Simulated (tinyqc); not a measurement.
Worked calculation: plane-wave Kohn-Sham cycle with exchange-only LDA in a layered model solid. One step of it, computed by the program tinyqc.

Task: Iteration 2: potential. V_H(G) = 4 pi rho(G)/G^2 for G != 0 (uniform background); v_x = -(3 rho/pi)^(1/3); V = V_ext + V_H + v_x; Fourier components f(G_m) = (1/N) sum_j f(x_j) exp(-i G_m x_j).

A solid whose potential varies along x alone (atomic units):
```
parameter                      value
period a                    4.400000
cross-section of the cell  31.000000
electrons per cell                 2
grid points                       16
plane waves -n..n, n               2
k points                           2
V1 in V1 cos(2 pi x/a)     -0.380000
```

density after iteration 1 (e/bohr^3): 0.02143568  0.02071504  0.01880162  0.01629766  0.01384486  0.01186959  0.01052166  0.00976874  0.00953010  0.00976874  0.01052166  0.01186959  0.01384486  0.01629766  0.01880162  0.02071504

Give: Potentials on the grid; V(G_m), m = 0, 1, 2, ....

Result:

Potentials on the grid (hartree):
```
x         V_ext      V_H      v_x        V
0.0000  -0.3800   0.0377  -0.2735  -0.6159
0.2750  -0.3511   0.0345  -0.2704  -0.5870
0.5500  -0.2687   0.0257  -0.2619  -0.5049
0.8250  -0.1454   0.0130  -0.2497  -0.3821
1.1000        0  -0.0013  -0.2365  -0.2377
1.3750   0.1454  -0.0148  -0.2246  -0.0940
1.6500   0.2687  -0.0257  -0.2158   0.0272
1.9250   0.3511  -0.0327  -0.2105   0.1078
2.2000   0.3800  -0.0352  -0.2088   0.1361
2.4750   0.3511  -0.0327  -0.2105   0.1078
2.7500   0.2687  -0.0257  -0.2158   0.0272
3.0250   0.1454  -0.0148  -0.2246  -0.0940
3.3000        0  -0.0013  -0.2365  -0.2377
3.5750  -0.1454   0.0130  -0.2497  -0.3821
3.8500  -0.2687   0.0257  -0.2619  -0.5049
4.1250  -0.3511   0.0345  -0.2704  -0.5870
```

V(G_m), m = 0, 1, 2, ... (hartree): -0.2388  -0.1880  -0.0005  0.0001  0.0000
